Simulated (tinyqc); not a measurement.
Square-lattice Ising model by mean field, Bethe lattice, transfer matrix, exact enumeration and Monte Carlo steps: one step, computed by the program tinyqc. Command: `OMP_NUM_THREADS=1 python tinyqc.py 3028443 3028444 out.jsonl ising walk`. One thread of a shared host (Intel(R) Xeon(R) Processor @ 2.30GHz), about 1 s of CPU time with the checks.

H = -J sum over nearest pairs s_i s_j, s = +-1, no field, periodic boundaries; energies per site are in J. As a lattice gas or an alloy, s marks which species holds the site.

Question. Reduced coupling. K = J/(k_B T). Onsager: k_B T_c/J = 2/ln(1 + sqrt 2); mean field: 4; Bethe lattice with z = 4: 2/ln 2.

Inputs (values chosen for the exercise, for a model lattice): coupling J = 5.14 meV; temperature T = 272 K.

Constants: k_B = 8.617333262e-05 eV/K.

Give: K; critical temperatures.

Answer.

K = 0.2193

critical temperatures (K): exact 135.4, Bethe 172.1, mean field 238.6

T lies above all three.
